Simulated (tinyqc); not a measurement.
Inside a calculation. Model: nucleation and growth of vacancy voids in a cooling silicon-like crystal. Computed by tinyqc, a small Python program that keeps every step. Command: `OMP_NUM_THREADS=1 python tinyqc.py 3021536 3021537 out.jsonl voids walk`. One thread of a shared host (Intel(R) Xeon(R) Processor @ 2.30GHz), about 0.4 s of CPU time with the checks. Intermediate numbers are printed to about 6 digits and carried at full precision; extremes and crossings named in words are read from the listed rows.

Spherical voids; vacancies are lost only to voids.

Inputs (values chosen for the exercise, for a model crystal):

| quantity | value | unit |
|---|---|---|
| vacancy density at the melting point C_m | 5.8e+14 | 1/cm^3 |
| formation energy E_f | 3.75 | eV |
| melting point T_m | 1685 | K |
| diffusion prefactor D0 | 0.00031 | cm^2/s |
| migration energy E_m | 0.45 | eV |
| site density rho | 5e+22 | 1/cm^3 |
| void surface energy gamma | 0.919 | J/m^2 |
| cooling rate q | 0.43 | K/min |
| vacancy excess C0 | 1.6e+14 | 1/cm^3 |
| temperature of the worked step T | 1350 | K |
| temperature step | 0.25 | K |

Vacancy supply: given.

Constants: k_B = 8.617333262e-05 eV/K; k_B = 1.380649e-23 J/K; e = 1.602176634e-19 C.

## Vacancy excess

C = C0 as given.

initial excess C = 1.60e+14 1/cm^3

## Nucleation rate at T with the initial excess

C_e = C_m exp[-(E_f/k_B)(1/T - 1/T_m)]; D = D0 exp(-E_m/(k_B T)); f = k_B T ln(C/C_e); r* = 2 gamma/(rho f); W* = 16 pi gamma^3/(3 rho^2 f^2); Z = f/sqrt(12 pi W* k_B T); I = rho Z (4 pi r* D C) exp(-W*/(k_B T)).

C_e = 9.55361e+11 1/cm^3

D = 6.47792e-06 cm^2/s

driving force f = 0.595728 eV

critical radius r* = 0.385139 nm

W*/(k_B T) = 30.6353

rate I = 1.87366e+11 1/(cm^3 s)

Cooling by 10 K multiplies I by 7.9: nucleation switches on within a narrow range of temperature. Caution: at such a rate voids would have used up the initial excess before the crystal cooled to this T.

## Cooling through the nucleation range

March down from 1500 K in steps dT, dt = dT/q, with values at the upper end of each step: a class of I dt voids is born with r*; then all classes grow by r^2 += 2 D (C - C_e) dt/rho; C falls by the vacancies added to voids. Stop at 1150 K. T_n is the T of the largest I, N the final count (classes under 1e-6 /cm^3 are dropped), and the mean radius the number average.

Rows around the peak of I:

| T (K) | C (1/cm^3) | C_e (1/cm^3) | I (1/(cm^3 s)) | voids (1/cm^3) | mean radius (nm) |
|---|---|---|---|---|---|
| 1437.25 | 1.60000e+14 | 6.76110e+12 | 4.00116e-05 | 6.59028e-03 | 28.6974 |
| 1427.25 | 1.60000e+14 | 5.46871e+12 | 3.94855e-02 | 7.81694e+00 | 30.6273 |
| 1417.25 | 1.59961e+14 | 4.41015e+12 | 1.34812e+01 | 3.17808e+03 | 32.5478 |
| 1412.25 | 1.59397e+14 | 3.95586e+12 | 1.62509e+02 | 4.38758e+04 | 33.8712 |
| 1409.25 | 1.57324e+14 | 3.70470e+12 | 4.88830e+02 | 1.67969e+05 | 35.8307 |
| 1407.25 | 1.53599e+14 | 3.54563e+12 | 6.55308e+02 | 3.30213e+05 | 38.8047 |
| 1405.25 | 1.46804e+14 | 3.39296e+12 | 4.86417e+02 | 5.00263e+05 | 44.1827 |
| 1403.25 | 1.36991e+14 | 3.24647e+12 | 1.83714e+02 | 5.97190e+05 | 51.9479 |
| 1401.25 | 1.25296e+14 | 3.10590e+12 | 3.77756e+01 | 6.26726e+05 | 60.4850 |
| 1398.25 | 1.06749e+14 | 2.90570e+12 | 1.37150e+00 | 6.32346e+05 | 71.4180 |
| 1395.25 | 8.90151e+13 | 2.71762e+12 | 1.80683e-02 | 6.32510e+05 | 79.4748 |

temperature of peak nucleation T_n = 1407.25 K

void density N = 632512 1/cm^3

mean radius = 105.738 nm

vacancies left at 1150 K = 1.03286e+10 1/cm^3

I rises as supersaturation builds and collapses once the first voids have drawn C down by 4 % at the peak. Nearly all the excess then goes into these voids: [3 C/(4 pi rho N)]^(1/3) = 106 nm.

## Cooling rate

The formulas are those given above.

At fixed C:

| q (K/min) | T_n (K) | N (1/cm^3) | mean radius (nm) |
|---|---|---|---|
| 0.043 | 1418.25 | 2.09519e+04 | 329.683 |
| 0.110 | 1414.00 | 8.41213e+04 | 207.325 |
| 0.210 | 1410.75 | 2.19020e+05 | 150.647 |
| 0.430 | 1407.25 | 6.32512e+05 | 105.738 |
| 0.860 | 1403.50 | 1.76409e+06 | 75.081 |
| 1.700 | 1399.50 | 4.83551e+06 | 53.620 |
| 4.300 | 1394.00 | 1.90871e+07 | 33.900 |

Over the rows N goes as q^1.48 and the radius as q^-0.49, near the 3/2 and -1/2 of the scaling argument (depletion time 1/(4 pi N r D) equal to the time in the nucleation range, at fixed N r^3). T_n drops only 24 K for a factor 100 in q. Fast cooling gives many small voids, which an anneal can dissolve.

## Vacancy excess varied

The formulas are those given above.

At fixed q:

| C (1/cm^3) | T_n (K) | N (1/cm^3) | mean radius (nm) |
|---|---|---|---|
| 6.40e+13 | 1354.00 | 1.29144e+06 | 61.346 |
| 9.60e+13 | 1377.25 | 9.41452e+05 | 78.065 |
| 1.60e+14 | 1407.25 | 6.32512e+05 | 105.738 |
| 2.60e+14 | 1436.75 | 4.33641e+05 | 141.052 |
| 4.00e+14 | 1463.75 | 3.10357e+05 | 182.115 |

More vacancies nucleate earlier (T_n rises by 110 K) and give fewer, larger voids: N goes as C^-0.78 and the radius as C^0.59, steeper than the -1/2 and +1/2 of the scaling argument at fixed D, because D rises with T_n.

Checks made by the program: Z against the curvature of W(n) (relative difference below 1e-10); N against a run with half the step (relative difference 2e-03).
